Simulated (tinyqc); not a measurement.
Worked calculation: Luttinger-Kohn k.p, four valence bands. One step of it, computed by the program tinyqc.

Problem. Bloch Hamiltonian at k. P = c g1 k^2, Q = c g2 (kx^2 + ky^2 - 2 kz^2), R = c sqrt3 [-g2 (kx^2 - ky^2) + 2i g3 kx ky], S = 2 c sqrt3 g3 (kx - i ky) kz, c = hbar^2/2m = 3.809982 eV angstrom^2; rows [P+Q, -S, R, 0], [-S*, P-Q, 0, R], [R*, 0, P-Q, S], [0, R*, S*, P+Q]. The path ends lie at |k| = 0.07 1/angstrom.

Luttinger parameters chosen for this model; energies are counted downward from the top of the valence band:
```
parameter      value  unit
g1         19.250000
g2          2.570000
g3          3.840000
```

k point k (1/angstrom): [-0.038000, 0.042000, 0.048000]

Give: H(k) at k.

Solution.

H(k) at k (eV), order 3/2, 1/2, -1/2, -3/2:
$$\begin{pmatrix}
0.391 & 0.092+0.102i & 0.005-0.081i & 0.000 \\
0.092-0.102i & 0.418 & 0.000 & 0.005-0.081i \\
0.005+0.081i & 0.000 & 0.418 & -0.092-0.102i \\
0.000 & 0.005+0.081i & -0.092+0.102i & 0.391
\end{pmatrix}$$
